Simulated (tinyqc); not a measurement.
# From one set of inputs to another, one input at a time

Model: equilibrium crystal shape, supported particles, Gibbs-Thomson effect and coarsening. Computed by tinyqc, a small Python program. Command: `OMP_NUM_THREADS=1 python tinyqc.py 3007262 3007263 out.jsonl wulff ladder`. One thread of a shared host (Intel(R) Xeon(R) Processor @ 2.30GHz), about 0.1 s of CPU time with the checks.

A cubic crystal bounded by {100}, {110} and {111} facets only.

The inputs printed are set A. Inputs not listed in the table keep their values of set A, so the rows need not describe a real material.

Inputs (values chosen for the exercise, for a model metal):

| quantity | value | unit |
|---|---|---|
| lattice constant a | 3.44 | angstrom |
| first-neighbour bond energy e1 | 0.235 | eV |
| second-neighbour bond energy e2 | 0.046 | eV |
| atoms in the particle N | 160000 | - |
| temperature T | 1050 | K |
| precipitate interface energy gamma_i | 0.25 | J/m^2 |
| solubility x_inf at a flat interface | 0.0001 | - |
| diffusivity D | 2.1e-19 | m^2/s |
| mean radius at the start r0 | 5.6 | nm |
| time t | 3300 | s |

Surface energies: broken bonds, bcc.

Constants: 1 eV/angstrom^2 = 16.02176634 J/m^2; e = 1.602176634e-19 C; k_B = 8.617333262e-05 eV/K; k_B = 1.380649e-23 J/K.

Method:
- A cut with normal n breaks sum_R |R.n|/(2 Omega) bonds per area (R over all neighbours of a shell) and makes two surfaces: gamma = sum over shells e_s sum_R |R.n|/(4 Omega). bcc: 8 neighbours a/2 (1,1,1), 6 at a (1,0,0), Omega = a^3/2.
- Wulff construction: the facet planes lie at distances lambda gamma from the centre, and the shape is the region inside all of them; V = (1/3) sum of area x distance. gamma_mean = sum A gamma / sum A; shape factor eta = A/V^(2/3) (4.836 for a sphere). lambda follows from V = N Omega.
- For the Wulff shape mu - mu(bulk) = 2 Omega gamma/h, with gamma and h = lambda gamma the energy and distance of any one facet plane, here (111); the vapour pressure rises by exp[(mu - mu(bulk))/(k_B T)].
- Spherical precipitates of nearly pure solute with atomic volume Omega: x(r) = x_inf exp(l/r), l = 2 gamma_i Omega/(k_B T). Diffusion-limited coarsening at small volume fraction (Lifshitz-Slyozov-Wagner): r^3 = r0^3 + K t, K = (4/9) D x_inf l; the number density falls as (r0/r)^3. The steady size distribution is assumed from the start, and D and x_inf are inputs that do not follow T.

Each row keeps all changes above it:

| input moved | from | to | mu - mu(bulk) (meV) | pressure ratio | mean radius at t (nm) |
|---|---|---|---|---|---|
| set A | - | - | 16.421 | 1.1990 | 5.6002 |
| first-neighbour bond energy e1 (eV) | 0.235 | 0.337 | 22.392 | 1.2808 | 5.6002 |
| precipitate interface energy gamma_i (J/m^2) | 0.25 | 0.47 | 22.392 | 1.2808 | 5.6004 |
| second-neighbour bond energy e2 (eV) | 0.046 | 0.026 | 21.227 | 1.2644 | 5.6004 |
| mean radius at the start r0 (nm) | 5.6 | 1.9 | 21.227 | 1.2644 | 1.9037 |
| lattice constant a (angstrom) | 3.44 | 2.99 | 21.227 | 1.2644 | 1.9025 |
| atoms in the particle N | 160000 | 13000 | 49.010 | 1.7188 | 1.9025 |
| temperature T (K) | 1050 | 925 | 49.010 | 1.8494 | 1.9028 |

mu - mu(bulk) goes from 16.4 to 49.0, a factor 2.98 in all. The largest single move comes from atoms in the particle N (a factor 2.31). Pressure ratio goes from 1.20 to 1.85, a factor 1.54 in all. The largest single move comes from atoms in the particle N (a factor 1.36). Mean radius at t goes from 5.60 to 1.90, a factor 0.340 in all. The largest single move comes from mean radius at the start r0 (a factor 0.340). The single moves hold for this order of the switches; the total does not depend on the order.

Caution (rows mean radius at the start r0, lattice constant a, atoms in the particle N, temperature T): l is not small against r0, so the linearised Gibbs-Thomson law behind the coarsening rate is rough.

Extremes, crossings and ranges named in words are read from the listed rows.
